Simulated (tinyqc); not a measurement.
Three voltage laws: time-dependent dielectric breakdown: cell percolation, Weibull statistics, area scaling and voltage extrapolation. Computed by tinyqc, a small Python program. Command: `OMP_NUM_THREADS=1 python tinyqc.py 3015982 3015983 out.jsonl tddb walk`. One thread of a shared host (Intel(R) Xeon(R) Processor @ 2.30GHz), about 0.01 s of CPU time with the checks.

The oxide is divided into columns of area a^2, each holding m = t_ox/a cells (m is taken as continuous). A share lambda(t) = (t/t_1)^alpha of the cells is defective, and a column whose cells are all defective breaks down.

Inputs (values chosen for the exercise, for a model gate oxide):
```
quantity                                                  value  unit
oxide thickness t_ox                                        4.1    nm
defect cell size a                                          1.3    nm
exponent alpha of defect growth                            0.84     -
time t_1 at which the occupied share would reach 1        35000     s
test area A                                                 100  um^2
product area A_u                                         200000  um^2
stress voltage V                                           5.58     V
use voltage V_u                                             2.6     V
local exponent n = -d ln t/d ln V at the stress voltage      36     -
activation energy E_a                                      0.83    eV
stress temperature T                                        140     C
use temperature T_u                                          85     C
allowed failure fraction F                                1e-05     -
```

Voltage law used: E.

Constants: k_B = 8.617333262e-05 eV/K.

Method:
- Failure fraction F = 1 - (1 - lambda^m)^N with N = A/a^2 columns, which for small lambda^m is 1 - exp(-(t/t63)^beta) with beta = alpha m and t63 = t_1 N^(-1/beta); critical share lambda(t63) = N^(-1/m). 1 um^2 = 1e6 nm^2.
- All three voltage laws share the slope n at the stress voltage. Factor t(V_u)/t(V): E law exp(n (1 - V_u/V)); 1/E law exp(n (V/V_u - 1)); power law (V/V_u)^n.
- Temperatures in kelvin are T(C) + 273.15.
- Temperature factor exp[(E_a/k_B)(1/T_u - 1/T)]; area factor (A/A_u)^(1/beta); percentile factor (-ln(1 - F))^(1/beta); life = t63 x all four; 1 year = 3.15576e7 s.
- Life = t63 x voltage, temperature, area and percentile factors, the last three as above.

projected life = 7.62687 years

voltage factor = 2.23698e+08

Log10 of the life in years:
```
V_u/V  V_u (V)    E law  1/E law  power law
1.00     5.580  -7.4673   -7.467    -7.4673
0.95     5.301  -6.6856   -6.644    -6.6654
0.90     5.022  -5.9039   -5.730    -5.8200
0.80     4.464  -4.3404   -3.559    -3.9786
0.70     3.906  -2.7769   -0.767    -1.8908
0.60     3.348  -1.2135    2.956     0.5192
0.50     2.790   0.3500    8.167     3.3698
0.40     2.232   1.9134   15.985     6.8585
```

What does the comparison show, and why?

At V_u/V = 0.9 the laws differ by 0.17 decades at most, and at 0.5 by 7.8. The E law is the most cautious and the 1/E law the most hopeful. Ten years are reached at V_u/V = 0.458 (E), 0.649 (1/E), 0.582 (power). Caution: t_1 is an input here; in a real oxide it changes with thickness at fixed voltage. Caution: the rows at low voltage extrapolate over many decades and cannot be tested.
